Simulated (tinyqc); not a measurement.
# Reflectance at normal incidence against thickness

Normal incidence on air, film (n1) and substrate (N2 = n2 - i k2): r01 = (1 - n1)/(1 + n1), r12 = (n1 - N2)/(n1 + N2), amplitude (r01 + r12 X)/(1 + r01 r12 X), X = exp(-4 pi i n1 d/lam), R its squared modulus, phase from 0 to 360 degrees.

Parameters, values chosen for the exercise: wavelength lam = 632.8 nm; index of the transparent film n1 = 1.667; index of the substrate n2 = 3.882; extinction coefficient of the substrate k2 = 0.019.

Result of one run:
```
d (nm)  R (%)  phase of the reflected amplitude (degrees)
142     21.87                                       232.5
```

What becomes of these results when the film thickness d is changed from 142 to 48 nm, all else the same?

Result of the changed run:
```
d (nm)  R (%)  phase of the reflected amplitude (degrees)
48      21.61                                       126.8
```

The whole series:
```
d (nm)  R (%)  phase of the reflected amplitude (degrees)
0       34.85                                       179.8
24      31.42                                       155.4
48      21.61                                       126.8
71      9.300                                       87.89
95      2.744                                       358.7
119     9.550                                       271.0
142     21.87                                       232.5
166     31.56                                       204.1
190     34.85                                       179.6
```

R goes from 34.9 through a minimum of 2.74 (at d = 95 nm among the rows listed) to 34.8 %. At a quarter wave, d = 94.9 nm, R = 2.74 %; for a transparent substrate it would vanish for n1 = sqrt(n2) = 1.97.

Computed by the program tinyqc: `OMP_NUM_THREADS=1 python tinyqc.py 2870178 2870179 out.jsonl`, one thread of a shared Intel Xeon 2.30GHz, about 0.01 s for the whole run.
